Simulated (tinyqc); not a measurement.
Gain factor and gap resistance from two string resistances.

Problem. At small bit-line voltage each of the 64 cells has the resistance 1/(K x) at overdrive x (no mobility reduction) in series with a gap resistance Rg. Find K, Rg and the share of the gaps at the higher overdrive.

resistance of a string of 64 equal cells at overdrives of 3 and 7.2 V (kohm): [8097.7204, 4083.3835]

Solution. The resistance per cell is a straight line in 1/x with slope 1/K and intercept Rg.

K = 3.100 uA/V^2
Rg = 19.00 kohm
share of the gaps = 29.78 %

Numbers from tinyqc (`OMP_NUM_THREADS=1 python tinyqc.py 2142143 2142144 out.jsonl`; about 1 s on one thread of a shared Intel Xeon 2.30GHz).
